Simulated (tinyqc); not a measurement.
Inside a calculation. Method: plane-wave Kohn-Sham cycle with exchange-only LDA in a layered model solid. Computed by tinyqc, a small Python program that keeps every step. Settings: points = 16, plane-wave index or count = 3, electrons = 2, k points = 4, area = 10.0, mixing = 0.3, iteration cap = 59. Command: `OMP_NUM_THREADS=1 python tinyqc.py 20466 20467 out.jsonl` (the two numbers bound the seeds that draw the settings). One thread of a shared host (Intel(R) Xeon(R) Processor @ 2.60GHz), about 0.03 s of CPU time with the checks. Later iterations appear only in the table of the cycle.

## Iteration 1: potential

A solid whose potential varies along x alone (atomic units):
```
parameter                      value
period a                    9.300000
cross-section of the cell  10.000000
electrons per cell                 2
grid points                       16
plane waves -n..n, n               3
k points                           4
V1 in V1 cos(2 pi x/a)     -0.670000
V2 in V2 cos(4 pi x/a)     -0.070000
```

density at the start, on the grid x_j = j a/N (e/bohr^3): [0.0215054, 0.0215054, 0.0215054, 0.0215054, 0.0215054, 0.0215054, 0.0215054, 0.0215054, 0.0215054, 0.0215054, 0.0215054, 0.0215054, 0.0215054, 0.0215054, 0.0215054, 0.0215054]

V_H(G) = 4 pi rho(G)/G^2 for G != 0 (uniform background); v_x = -(3 rho/pi)^(1/3); V = V_ext + V_H + v_x; Fourier components f(G_m) = (1/N) sum_j f(x_j) exp(-i G_m x_j).

Potentials on the grid (hartree):
```
x           V_ext      V_H       v_x         V
0.00000  -0.74000  0.00000  -0.27385  -1.01385
0.58125  -0.66850  0.00000  -0.27385  -0.94234
1.16250  -0.47376  0.00000  -0.27385  -0.74761
1.74375  -0.20690  0.00000  -0.27385  -0.48075
2.32500   0.07000  0.00000  -0.27385  -0.20385
2.90625   0.30590  0.00000  -0.27385   0.03205
3.48750   0.47376  0.00000  -0.27385   0.19992
4.06875   0.56950  0.00000  -0.27385   0.29566
4.65000   0.60000  0.00000  -0.27385   0.32615
5.23125   0.56950  0.00000  -0.27385   0.29566
5.81250   0.47376  0.00000  -0.27385   0.19992
6.39375   0.30590  0.00000  -0.27385   0.03205
6.97500   0.07000  0.00000  -0.27385  -0.20385
7.55625  -0.20690  0.00000  -0.27385  -0.48075
8.13750  -0.47376  0.00000  -0.27385  -0.74761
8.71875  -0.66850  0.00000  -0.27385  -0.94234
```

V(G_m), m = 0, 1, 2, ... (hartree): [-0.27385, -0.33500, -0.03500, 0.00000, 0.00000, 0.00000, 0.00000]

## Iteration 1: Hamiltonian at one k

k = 0.12500 2 pi / a

H(m,m') = (k + G_m)^2/2 delta + V(G_m - G_m'), with V(-G) = V(G).

H (hartree), order -3, -2, -1, +0, +1, +2, +3:
$$\begin{pmatrix}
1.61258 & -0.33500 & -0.03500 & 0.00000 & 0.00000 & 0.00000 & 0.00000 \\
-0.33500 & 0.52851 & -0.33500 & -0.03500 & 0.00000 & 0.00000 & 0.00000 \\
-0.03500 & -0.33500 & -0.09911 & -0.33500 & -0.03500 & 0.00000 & 0.00000 \\
0.00000 & -0.03500 & -0.33500 & -0.27028 & -0.33500 & -0.03500 & 0.00000 \\
0.00000 & 0.00000 & -0.03500 & -0.33500 & 0.01500 & -0.33500 & -0.03500 \\
0.00000 & 0.00000 & 0.00000 & -0.03500 & -0.33500 & 0.75673 & -0.33500 \\
0.00000 & 0.00000 & 0.00000 & 0.00000 & -0.03500 & -0.33500 & 1.95492
\end{pmatrix}$$

## Iteration 1: levels at that k

Diagonalise the Hermitian matrix.

eigenvalues (hartree): [-0.71207, -0.16803, 0.19581, 0.61030, 0.81912, 1.70969, 2.04353]

## Iteration 1: new density

Motion across x is left out: the lowest 1 band(s) hold two electrons at each of the k points (j + 1/2)/nk - 1/2. Residual R = rho(out) - rho(in); rho(new) = rho(in) + 0.3 R. rho(out) = 2/(a A nk) sum |psi|^2 with psi = sum c exp(i G x). Harris energy E = band energy - dV sum rho (V_H/2 + v_x) + (3/4) dV sum rho v_x with rho(in), dV = a A/N, band energy = (2/nk) sum of the filled levels.

rho(out) (e/bohr^3): [0.0846072, 0.0697433, 0.0391386, 0.0151832, 0.0043283, 0.0010470, 0.0002457, 0.0000480, 0.0000106, 0.0000480, 0.0002457, 0.0010470, 0.0043283, 0.0151832, 0.0391386, 0.0697433]

density after iteration 1 (e/bohr^3): [0.0404359, 0.0359768, 0.0267954, 0.0196087, 0.0163523, 0.0153679, 0.0151275, 0.0150682, 0.0150569, 0.0150682, 0.0151275, 0.0153679, 0.0163523, 0.0196087, 0.0267954, 0.0359768]

energy per cell = -1.2869669 hartree

## Iteration 2: potential

As before.

Potentials on the grid (hartree):
```
x           V_ext       V_H       v_x         V
0.00000  -0.74000   0.33496  -0.33800  -0.74304
0.58125  -0.66850   0.29644  -0.32509  -0.69714
1.16250  -0.47376   0.19821  -0.29468  -0.57023
1.74375  -0.20690   0.07669  -0.26555  -0.39575
2.32500   0.07000  -0.03823  -0.24995  -0.21817
2.90625   0.30590  -0.13206  -0.24483  -0.07099
3.48750   0.47376  -0.20008  -0.24354   0.03014
4.06875   0.56950  -0.24108  -0.24323   0.08520
4.65000   0.60000  -0.25476  -0.24317   0.10207
5.23125   0.56950  -0.24108  -0.24323   0.08520
5.81250   0.47376  -0.20008  -0.24354   0.03014
6.39375   0.30590  -0.13206  -0.24483  -0.07099
6.97500   0.07000  -0.03823  -0.24995  -0.21817
7.55625  -0.20690   0.07669  -0.26555  -0.39575
8.13750  -0.47376   0.19821  -0.29468  -0.57023
8.71875  -0.66850   0.29644  -0.32509  -0.69714
```

V(G_m), m = 0, 1, 2, ... (hartree): [-0.26968, -0.21177, -0.02562, 0.00033, 0.00018, 0.00016, 0.00004]

## Iteration 2: Hamiltonian at one k

k = 0.12500 2 pi / a

As before.

H (hartree), order -3, -2, -1, +0, +1, +2, +3:
$$\begin{pmatrix}
1.61675 & -0.21177 & -0.02562 & 0.00033 & 0.00018 & 0.00016 & 0.00004 \\
-0.21177 & 0.53268 & -0.21177 & -0.02562 & 0.00033 & 0.00018 & 0.00016 \\
-0.02562 & -0.21177 & -0.09494 & -0.21177 & -0.02562 & 0.00033 & 0.00018 \\
0.00033 & -0.02562 & -0.21177 & -0.26611 & -0.21177 & -0.02562 & 0.00033 \\
0.00018 & 0.00033 & -0.02562 & -0.21177 & 0.01917 & -0.21177 & -0.02562 \\
0.00016 & 0.00018 & 0.00033 & -0.02562 & -0.21177 & 0.76090 & -0.21177 \\
0.00004 & 0.00016 & 0.00018 & 0.00033 & -0.02562 & -0.21177 & 1.95908
\end{pmatrix}$$

## Iteration 2: levels at that k

As before.

eigenvalues (hartree): [-0.50612, -0.08804, 0.12047, 0.56399, 0.78499, 1.65677, 1.99547]

## Iteration 2: new density

As before.

rho(out) (e/bohr^3): [0.0748928, 0.0640962, 0.0404416, 0.0192778, 0.0073301, 0.0024217, 0.0007492, 0.0002258, 0.0001082, 0.0002258, 0.0007492, 0.0024217, 0.0073301, 0.0192778, 0.0404416, 0.0640962]

density after iteration 2 (e/bohr^3): [0.0507730, 0.0444126, 0.0308892, 0.0195095, 0.0136456, 0.0114840, 0.0108140, 0.0106155, 0.0105723, 0.0106155, 0.0108140, 0.0114840, 0.0136456, 0.0195095, 0.0308892, 0.0444126]

energy per cell = -0.9455975 hartree

## Convergence

Stop when sqrt(dV sum R^2) is below 1e-8, dV = a A/N.

Course of the cycle:
```
iteration  E (hartree)  norm of the residual
1           -1.2869669              2.75e-01
2           -0.9455975              1.66e-01
3           -0.8136575              8.84e-02
4           -0.7757051              4.15e-02
5           -0.7689841              2.29e-02
6           -0.7682374              1.64e-02
7           -0.7681044              1.16e-02
8           -0.7680546              7.99e-03
9           -0.7680330              5.47e-03
10          -0.7680236              3.74e-03
11          -0.7680194              2.56e-03
...                ...                   ...
35          -0.7680160              3.26e-07
36          -0.7680160              2.26e-07
37          -0.7680160              1.57e-07
38          -0.7680160              1.09e-07
39          -0.7680160              7.56e-08
40          -0.7680160              5.25e-08
41          -0.7680160              3.66e-08
42          -0.7680160              2.55e-08
43          -0.7680160              1.77e-08
44          -0.7680160              1.24e-08
45          -0.7680160              8.65e-09
```

Converged in 45 iterations. Before convergence this energy mixes input and output and is not variational, so it may rise towards its limit.
